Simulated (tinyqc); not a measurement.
Inside a calculation. Model: estimate of lattice thermal conductivity from elastic moduli (Slack, Klemens and Cahill formulas). Computed by tinyqc, a small Python program that keeps every step. Command: `OMP_NUM_THREADS=1 python tinyqc.py 3012145 3012146 out.jsonl slack walk`. One thread of a shared host (Intel(R) Xeon(R) Processor @ 2.30GHz), about 0.01 s of CPU time with the checks. Intermediate numbers are printed to about 6 digits and carried at full precision; extremes and crossings named in words are read from the listed rows.

An isotropic solid.

Inputs (values chosen for the exercise, for a model crystal):
```
quantity,value,unit
bulk modulus B,171,GPa
shear modulus G,120,GPa
volume per atom V,20.5,angstrom^3
mean atomic mass M,115,u
atoms per primitive cell n,1,-
volume expansion coefficient alpha_V,12.5,ppm/K
temperature T,500,K
disorder parameter Gamma,0.0025,-
grain size d,16000,nm
```

Grueneisen parameter: from thermal expansion.

Constants: u = 1.6605390666e-27 kg; hbar = 1.054571817e-34 J s; k_B = 1.380649e-23 J/K; h = 6.62607015e-34 J s.

## Velocities, Poisson ratio and Debye temperature

rho = M/V; vL = sqrt((B + 4G/3)/rho), vT = sqrt(G/rho); v_m = [(vL^-3 + 2 vT^-3)/3]^(-1/3); Poisson ratio sigma = (3B - 2G)/(6B + 2G); Theta = hbar v_m (6 pi^2/V)^(1/3)/k_B.

density rho = 9315.22 kg/m^3

vL = 5960.98 m/s

vT = 3589.17 m/s

v_m = 3969.13 m/s

Poisson ratio sigma = 0.215640

Debye temperature Theta = 431.771 K

## Grueneisen parameter

gamma = alpha_V B V/(3 k_B), with the classical heat capacity 3 k_B per atom.

Grueneisen parameter gamma = 1.05793

## Conductivity of the perfect crystal

Slack, an estimate for T near or above Theta_a: kappa = A M Theta_a^3 delta n^(1/3)/(gamma^2 T) in W/(m K), with M in u, delta = V^(1/3) in angstrom, Theta_a = Theta n^(-1/3) and A = 2.43e-6/(1 - 0.514/gamma + 0.228/gamma^2).

acoustic Debye temperature Theta_a = 431.771 K

A = 3.38506e-06

kappa of the perfect crystal = 153.249 W/(m K)

## Point defects and grains

High-temperature forms with the classical heat capacity. Klemens: kappa/kappa_0 = arctan(u)/u, u^2 = pi^2 Theta V Gamma kappa_0/(h v_m^2). Grains: 1/kappa_poly = 1/kappa + 1/(C v_m d/3), C = 3 k_B/(n V), the acoustic branches alone.

disorder scale u = 1.79060

kappa with point defects = 90.8461 W/(m K)

grain-boundary limit = 42770.5 W/(m K)

kappa of the polycrystal = 90.6536 W/(m K)

Point defects remove 41 % of kappa. Grains remove a further 0 %.

## Minimum conductivity

Cahill minimum: kappa_min = (pi/6)^(1/3) k_B V^(-2/3) sum over L, T, T of v (T/Theta_i)^2 int_0^(Theta_i/T) x^3 e^x/(e^x - 1)^2 dx, Theta_i = Theta v_i/v_m (64 Gauss-Legendre points). Its high-temperature limit is (1/2) (pi/6)^(1/3) k_B V^(-2/3) (vL + 2 vT).

kappa_min = 0.933363 W/(m K)

its high-temperature limit = 0.976015 W/(m K)

kappa_poly/kappa_min = 97.1257

## All estimates against temperature

The formulas are those given above.

Kappa (W/(m K)):
```
T (K),perfect crystal,with point defects,polycrystal,minimum
200,383.121,166.617,165.971,0.758615
300,255.414,128.446,128.061,0.865981
400,191.561,105.977,105.715,0.910952
550,139.317,84.943,84.774,0.940499
750,102.166,67.846,67.739,0.956592
1000,76.624,54.606,54.536,0.964995
1300,58.942,44.463,44.417,0.969464
1700,45.073,35.774,35.744,0.972174
```

The perfect crystal follows 1/T. With point defects the exponent runs from -0.64 to -0.81 (the strong-disorder limit is -1/2), and with grains from -0.64 to -0.81. At the highest T it is still 36.8 times the minimum. Rows below Theta_a = 432 K are outside the range of the Slack formula.

Checks made by the program: arctan(u)/u against the Debye integral of 1/(1 + u^2 y^2) (relative difference below 1e-10).
